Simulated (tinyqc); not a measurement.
# Barrier and mass from two Fowler-Nordheim currents

Problem. Fowler-Nordheim tunnelling through a dielectric follows J = A F^2 exp(-B/F), A = q^2 me/(16 pi^2 hbar m1 phi1) (A/V^2 with phi1 in volts), B = (4/3) sqrt(m1/C) phi1^1.5 (V/nm), C = hbar^2/(2 m0). Find B, A, phi1 and m1.

Parameters, values chosen for the exercise: emitter mass in the supply function me = 0.29 m0.

Constants: q = 1.602176634e-19 C, hbar = 1.054571817e-34 J s, m0 = 9.1093837015e-31 kg, hbar^2/(2 m0) = 0.0380998212 eV nm^2. Results are converted to the units shown.

J at F = 0.71 and 1.29 V/nm (A/cm^2): 4.7251950e-10  0.040617599

Solution. The slope of ln(J/F^2) against 1/F is -B and the intercept gives A. A fixes the product m1 phi1, and B = (4/3) phi1 sqrt(m1 phi1/C) then gives phi1.

B = 26.96 V/nm
A = 2.919e-7 A/V^2
phi1 = 3.190 eV
m1 = 0.4800 m0

tinyqc, about 0.02 s, one thread, Intel Xeon 2.30GHz (shared host): `OMP_NUM_THREADS=1 python tinyqc.py 2540013 2540014 out.jsonl`
